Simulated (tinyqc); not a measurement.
Hueckel theory of the pi electrons, for the molecule Bc1cc(O)c2cc[nH]c2c1 (SMILES; centres numbered as the heavy atoms are written), step by step. One step of it, computed by the program tinyqc.

Problem. Orbitals. Diagonalise; E = alpha + x beta with beta < 0, so the largest x are filled first; degenerate levels share their electrons. P = sum n_i c_ri c_si; each orbital has its largest coefficient positive (the first on a tie).

Hueckel matrix in units of beta (H = alpha + beta A), lower triangle:
```
            1B        2C        3C        4C        5O        6C        7C        8C
1B   -1.040000
2C    0.670000  0.000000
3C    0.000000  1.000000  0.000000
4C    0.000000  0.000000  1.000000  0.000000
5O    0.000000  0.000000  0.000000  0.850000  1.910000
6C    0.000000  0.000000  0.000000  1.000000  0.000000  0.000000
7C    0.000000  0.000000  0.000000  0.000000  0.000000  1.000000  0.000000
8C    0.000000  0.000000  0.000000  0.000000  0.000000  0.000000  1.000000  0.000000
9N    0.000000  0.000000  0.000000  0.000000  0.000000  0.000000  0.000000  0.910000
10C   0.000000  0.000000  0.000000  0.000000  0.000000  1.000000  0.000000  0.000000
11C   0.000000  1.000000  0.000000  0.000000  0.000000  0.000000  0.000000  0.000000

           9N       10C       11C
9N   1.690000
10C  0.910000  0.000000
11C  0.000000  1.000000  0.000000
```

pi electrons, sum of z_r less the charge = 12

Give: x values; occupations; coefficients; charge and bond-order matrix P.

Solution.

x values: 2.711  2.359  1.682  1.305  0.831  0.530  -0.656  -1.076  -1.261  -1.640  -2.225

occupations: 2.000  2.000  2.000  2.000  2.000  2.000  0.000  0.000  0.000  0.000  0.000

coefficients:
```
       MO1     MO2     MO3     MO4     MO5     MO6     MO7     MO8
1B   0.023   0.016   0.129  -0.085  -0.086   0.121   0.604   0.363
2C   0.131   0.080   0.526  -0.297  -0.240   0.284   0.346  -0.019
3C   0.145   0.201   0.380  -0.089  -0.489  -0.274  -0.229  -0.481
4C   0.261   0.394   0.114   0.181  -0.167  -0.429  -0.196   0.537
5O   0.277   0.745  -0.425  -0.254   0.131   0.264   0.065  -0.153
6C   0.327   0.095   0.172   0.540   0.239  -0.178   0.302   0.033
7C   0.228  -0.036  -0.001   0.543  -0.163   0.436   0.079  -0.313
8C   0.290  -0.180  -0.174   0.169  -0.375   0.409  -0.354   0.304
9N   0.614  -0.426  -0.321  -0.355  -0.163  -0.241   0.169  -0.015
10C  0.399  -0.134   0.177  -0.019   0.528  -0.102  -0.082  -0.259
11C  0.195  -0.023   0.418  -0.241   0.348   0.343  -0.403   0.259

        MO9    MO10    MO11
1B    0.405   0.499   0.209
2C   -0.134  -0.447  -0.369
3C    0.204   0.174   0.341
4C   -0.124   0.162  -0.390
5O    0.033  -0.039   0.080
6C   -0.076  -0.407   0.458
7C   -0.301   0.426  -0.241
8C    0.456  -0.292   0.079
9N   -0.301   0.058   0.072
10C   0.521   0.078  -0.388
11C  -0.307   0.225   0.340
```

charge and bond-order matrix P, lower triangle:
```
         1B      2C      3C      4C      5O      6C      7C      8C
1B    0.093
2C    0.305   1.052
3C    0.144   0.602   1.056
4C   -0.052  -0.020   0.686   0.961
5O    0.011  -0.017  -0.172   0.272   1.927
6C   -0.113  -0.254   0.031   0.552  -0.129   1.053
7C    0.051   0.056  -0.126  -0.034  -0.014   0.495   1.130
8C    0.098   0.176  -0.009  -0.195   0.073  -0.047   0.808   0.966
9N   -0.038  -0.093   0.117   0.044  -0.013  -0.165  -0.232   0.426
10C  -0.052  -0.030  -0.262   0.047  -0.035   0.565  -0.090  -0.268
11C   0.181   0.659  -0.121  -0.319   0.115   0.051   0.014  -0.085

         9N    10C    11C
9N    1.744
10C   0.380  0.996
11C  -0.116  0.617  1.021
```
